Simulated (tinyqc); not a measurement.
The starting point: quasiparticle equation with a plasmon-pole self-energy for two band edges.

For each edge E = e + X + Sc(E), with the correlation part Sc(E) = A[0]/(E - a + w) + A[1]/(E - b - w); a and b are the valence and conduction energies that enter the Green function (a = ev, b = ec in the one-shot scheme). Z = 1/(1 - dSc/dE), dSc/dE = -A[0]/(E - a + w)^2 - A[1]/(E - b - w)^2.

Values chosen for the exercise (scales of the order of those of HfO2; not measured data):

| symbol | value | unit | meaning |
|---|---|---|---|
| ev | 0 | eV | mean-field valence top |
| ec | 3.98 | eV | mean-field conduction edge |
| w | 15.1 | eV | pole energy |
| Av | (38, 15) | eV^2 | weights of the valence state on the hole and electron poles |
| Ac | (14.4, 33.2) | eV^2 | the same for the conduction state |
| Xv | -2.87 | eV | exchange minus the mean-field potential, valence |
| Xc | 2.58 | eV | the same, conduction |

The mean-field gap is opened by d (ev lowered by d/2, ec raised by d/2) and X is changed by the opposite amounts, so that e + X stays; one-shot and G-updated gaps.

Gaps (eV):

| d | start | one-shot | update G |
|---|---|---|---|
| 0.0 | 3.980 | 5.8686 | 6.1015 |
| 0.2 | 4.180 | 5.8917 | 6.1015 |
| 0.4 | 4.380 | 5.9146 | 6.1015 |
| 0.6 | 4.580 | 5.9371 | 6.1015 |
| 0.9 | 4.880 | 5.9706 | 6.1015 |
| 1.2 | 5.180 | 6.0035 | 6.1015 |
| 1.6 | 5.580 | 6.0466 | 6.1015 |

How do the results move, and what explains it?

The one-shot gap moves by a fraction 0.11 of any change of the starting gap, while the updated gap, 6.1015 eV, does not depend on it. The two agree where the start already equals the result, near d = 2.12 eV. A real change of starting point alters the orbitals and the screening too; this model holds both fixed.

(tinyqc, `OMP_NUM_THREADS=1 python tinyqc.py 1850692 1850693 out.jsonl`, Intel(R) Xeon(R) Processor @ 2.30GHz, 1 thread, shared host, about 0.03 s.)
